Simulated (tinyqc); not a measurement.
Worked calculation: avalanche multiplication and breakdown of a junction from ionisation integrals. Computed by tinyqc, a small Python program that keeps every step. Command: `OMP_NUM_THREADS=1 python tinyqc.py 3005245 3005246 out.jsonl impact walk`. One thread of a shared host (Intel(R) Xeon(R) Processor @ 2.30GHz), about 0.01 s of CPU time with the checks. Intermediate numbers are printed to about 7 digits and carried at full precision; extremes and crossings named in words are read from the listed rows.

Ionisation coefficients follow the local field. Position x runs through the depletion layer from the p side (x = 0), where electrons enter, to the n side (x = w), where holes enter. The built-in voltage is neglected.

Inputs (values chosen for the exercise, modelled on InP):
```
quantity                                        value        unit
electron prefactor a_n                       5.23e+06        1/cm
electron field b_n                           3.08e+06        V/cm
hole prefactor a_p                           2.04e+06        1/cm
hole field b_p                               2.33e+06        V/cm
exponent c                                          1           -
permittivity eps                                 12.5           -
drift-layer mobility mu                          4500  cm^2/(V s)
doping N of the lightly doped side            3.9e+15      1/cm^3
bias as a fraction of the breakdown voltage      0.66           -
```

Junction: one-sided abrupt p+n.

Constants: e = 1.602176634e-19 C; eps_0 = 8.8541878128e-12 F/m.

## Breakdown

alpha_n = a_n exp(-(b_n/F)^c), alpha_p = a_p exp(-(b_p/F)^c). Field F = F_m (1 - s), w = eps eps_0 F_m/(e N), V = F_m w/2, with s = x/w (the peak lies at the p+ side). With Phi(x) = int_0^x (alpha_n - alpha_p) dx': 1 - 1/M_n = I_n = int_0^w alpha_n exp(-Phi) dx and M_p = M_n exp(-Phi(w)); trapezoid rule on 401 even points; breakdown at I_n = 1. Solve I_n(F_m) = 1.

critical field F_m = 0.4631272 MV/cm

width at breakdown = 8.203214 micrometre

breakdown voltage = 189.9566 V

## Coefficients at the critical field

The formulas are those given above.

alpha_n = 6764.753 1/cm

alpha_p = 13325.64 1/cm

ratio k = alpha_p/alpha_n = 1.969863

shorter ionisation length = 0.7504331 micrometre

Holes ionise more readily at the peak field.

## Field and integrand below breakdown

Bias V = fraction times the breakdown voltage.

peak field = 0.3762463 MV/cm

Every 50th point:
```
x (micrometre)  F (MV/cm)  alpha_n (1/cm)  alpha_p (1/cm)         Phi  I_n up to x
0.000000        0.3762463    1.456505e+03    4.170156e+03   0.0000000    0.0000000
0.833040        0.3292155    4.523013e+02    1.721635e+03  -0.1616999    0.0792119
1.666081        0.2821847    9.511496e+01    5.292485e+02  -0.2285997    0.1032556
2.499121        0.2351539    1.072009e+01    1.014999e+02  -0.2478066    0.1075956
3.332161        0.1881232    4.056228e-01    8.524608e+00  -0.2509119    0.1079687
4.165201        0.1410924    1.729800e-03    1.373059e-01  -0.2511020    0.1079782
4.998242        0.0940616    3.145887e-08    3.562203e-05  -0.2511038    0.1079782
5.831282        0.0470308    1.892276e-22    6.220239e-16  -0.2511038    0.1079782
6.664322        0.0000000               0               0  -0.2511038    0.1079782
```

## Multiplication and noise

M_n = 1/(1 - I_n), M_p = M_n exp(-Phi(w)); McIntyre excess noise for the carrier with the larger M, F_x = k M + (1 - k)(2 - 1/M), with k = (smaller M - 1)/(larger M - 1).

M_n = 1.121049

M_p = 1.441045

effective k = 0.2744592

excess noise factor = 1.343107

Injecting holes gives the larger gain and, at equal gain, the lower noise.

## On-resistance of the drift layer

R_on = w/(e mu N) with w the width at breakdown; figure of merit V_B^2/R_on; for a triangular field it equals eps eps_0 mu F_m^3/4.

specific on-resistance = 0.2917404 milliohm cm^2

V_B^2/R_on = 123.6836 MW/cm^2

eps eps_0 mu F_m^3/4 = 123.6836 MW/cm^2

## Gain against bias and Miller's formula

Miller's exponent n is defined by 1 - 1/M = (V/V_B)^n for the larger M.

Gain:
```
V/V_B     V (V)  F_m (MV/cm)       M_n       M_p  Miller exponent n
0.50    94.9783    0.3274804   1.02357   1.11500           3.277285
0.60   113.9739    0.3587368   1.06867   1.27506           3.002537
0.70   132.9696    0.3874800   1.17393   1.59949           2.751425
0.80   151.9653    0.4142336   1.43237   2.32533           2.519456
0.90   170.9609    0.4393610   2.30246   4.63755           2.305188
0.95   180.4587    0.4514006   4.11060   9.35264           2.204597
0.98   186.1574    0.4584725   9.58690  23.56534           2.146340
0.99   188.0570    0.4608057  18.73087  47.27493           2.127271
```

The larger gain passes 2 between 0.700 and 0.800 of V_B and reaches 47.3 at 0.99. Miller's exponent runs from 2.1 to 3.3, so it is not a constant: a fit holds over a narrow range only. From the first row to the last the voltage grows by a factor 1.98 and the peak field by 1.41.

Checks made by the program: the hole form of the condition, int alpha_p exp(Phi(w) - Phi) dx = 1 (relative difference 1e-05).
